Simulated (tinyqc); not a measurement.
Comparisons within one model: Fermi-Dirac statistics of conduction electrons. A value that a table varies takes the place of the one given here.

Non-parabolic band E (1 + alpha E) = c k^2/m: n = Nc (2/sqrt(pi)) integral_0^infinity sqrt(x (1 + a x)) (1 + 2 a x) dx/(1 + exp(x - eta)) with a = alpha kT and eta = (EF - Ec)/kT; a = 0 gives n = Nc F_1/2(eta).

Constants: hbar^2/2m0 = 3.80998211 eV angstrom^2; kB = 8.617333262e-05 eV/K.

Parameters, chosen for this exercise (near those of Ge, lowest valleys alone; shifted at random, so the results belong to these values and not to a real crystal): m = 0.5614 m0 (density-of-states mass of the conduction band); T = 235 K; alpha = 0.7 1/eV (non-parabolicity); n = 5.7e+18 1/cm^3 (electron density).

## Parabolic against non-parabolic filling

N = 2 (m kB T/(4 pi c))^(3/2) with c = hbar^2/2m0, in 1/angstrom^3; times 1e24 for 1/cm^3. k_F = (3 pi^2 n)^(1/3) and the energy E0 that solves E (1 + alpha E) = c k_F^2/m give the limit of zero temperature.

EF - Ec (meV):

| n (1/cm^3) | parabolic | non-parabolic | non-parabolic, 0 K |
|---|---|---|---|
| 7.0e+17 | -46.8 | -48.0 | 5.1 |
| 3.0e+18 | -15.1 | -16.4 | 13.4 |
| 1.0e+19 | 15.9 | 14.1 | 29.5 |
| 4.0e+19 | 71.0 | 66.0 | 72.3 |
| 1.0e+20 | 137.4 | 124.7 | 128.4 |
| 4.0e+20 | 351.7 | 290.6 | 292.7 |

How do the results move?

Non-parabolicity lowers EF by 1.1 meV at the lowest density and by 61.0 meV at the highest, where alpha (EF - Ec) = 0.20. Temperature lowers EF below its 0 K value by 53.1 meV at the lowest density and by 2.0 meV at the highest. EF enters the band between 3e+18 and 1e+19 1/cm^3. In Ge the Gamma and Delta valleys, 0.14 and 0.18 eV up, would start to fill in the rows with EF above about 100 meV.

## What moves the Fermi level

N = 2 (m kB T/(4 pi c))^(3/2) with c = hbar^2/2m0, in 1/angstrom^3; times 1e24 for 1/cm^3. Each row changes one parameter from the base and keeps the others.

Results:

| case | parabolic EF - Ec (meV) | non-parabolic EF - Ec (meV) |
|---|---|---|
| base | 0.46 | -1.05 |
| m = 0.6175 m0 | -3.16 | -4.61 |
| T = 285 K | -8.22 | -10.25 |
| n = 2.85e+18 1/cm^3 | -16.32 | -17.60 |
| alpha = 1.05 1/eV | 0.46 | -1.77 |

What does this show?

The largest shifts from the base row, up to three for each result and ties (the steps differ in size, so this ranks the rows, not the parameters). parabolic EF - Ec (meV): n -16.78, T -8.68, m -3.62; unchanged at the printed digits by alpha. non-parabolic EF - Ec (meV): n -16.55, T -9.20, m -3.56.

Run: tinyqc, `OMP_NUM_THREADS=1 python tinyqc.py 1682297 1682298 out.jsonl`; Intel(R) Xeon(R) Processor @ 2.30GHz, one thread, shared host; about 0.01 s of CPU time with all checks.
